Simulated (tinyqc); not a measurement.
Surface orientation: inversion layer as a triangular well, valleys of the Si type.

Six ellipsoidal valleys with their long axes along the cube axes, mass ml along the axis and mt across it. For a valley whose axis makes the angle theta with the surface normal, 1/m_z = cos^2(theta)/ml + sin^2(theta)/mt sets the confinement; in the plane the masses are m_1 = mt and m_2 = ml mt/m_z, and m_d = sqrt(m_1 m_2).

The field is taken as constant, e F = 4 pi (e^2/4 pi eps0)(Nd + eta Ns)/eps, with 1e12/cm^2 = 1e-4/angstrom^2, and the oxide as a hard wall at z = 0; c = hbar^2/2m0.

Level j of a valley lies at E_j = a_j (c (e F)^2/m_z)^(1/3) above the band edge at the surface, with the Airy zeros a_j = 2.338107, 4.087949, 5.520560, 6.786708, 7.944134, 9.022651, 10.040174, 11.008524, 11.936016, 12.828777, and has <z> = 2 E_j/(3 e F).

Subband i holds n_i = g m_d/(2 pi c) kB T ln(1 + exp((EF - E_i)/kB T)) (spin included), and EF is fixed by sum n_i = Ns over the levels listed or, where none are listed, over j = 0 to 9 of each group; 1e12/cm^2 = 1e-4/angstrom^2.

Constants: hbar^2/2m0 = 3.80998211 eV angstrom^2; e^2/(4 pi eps0) = 14.39964547 eV angstrom; kB = 8.617333262e-05 eV/K.

Parameters, chosen for this exercise (near those of Si; not measured data):
```
symbol  value  unit         meaning
ml      0.904  m0           longitudinal mass
mt      0.191  m0           transverse mass
eps     11.6                dielectric constant
Nd      2.5    x 1e12/cm^2  depletion charge
eta     0.5                 share of Ns in the effective field
Ns      3.2    x 1e12/cm^2  electron sheet density
T       400    K            temperature
```

The same densities on four faces. m_c is the conductivity mass averaged over directions in the plane: 1/m_c = sum n_i (1/m_1 + 1/m_2)/2 / Ns.

Results:
```
face   valleys of lowest  lowest E (eV)  EF (eV)  share of lowest (%)  <z> (angstrom)  m_c (m0)
(100)                  2         0.1301   0.1048                 67.3            16.7     0.214
(110)                  4         0.1849   0.1181                 78.4            20.2     0.289
(111)                  6         0.1974   0.1206                 98.5            20.8     0.297
(211)                  2         0.1704   0.1174                 50.1            20.0     0.283
```

What can be read from this table?

The lowest level is deepest on (100), where a valley axis lies closest to the normal, and the lightest conductivity mass is on (100) (0.214 m0, against 0.297 m0 on (111)). EF, counted from the band edge at the surface, is lowest on (100) and spans 16 meV.

(tinyqc, `OMP_NUM_THREADS=1 python tinyqc.py 1252583 1252584 out.jsonl`, Intel(R) Xeon(R) Processor @ 2.30GHz, 1 thread, shared host, about 0.03 s.)
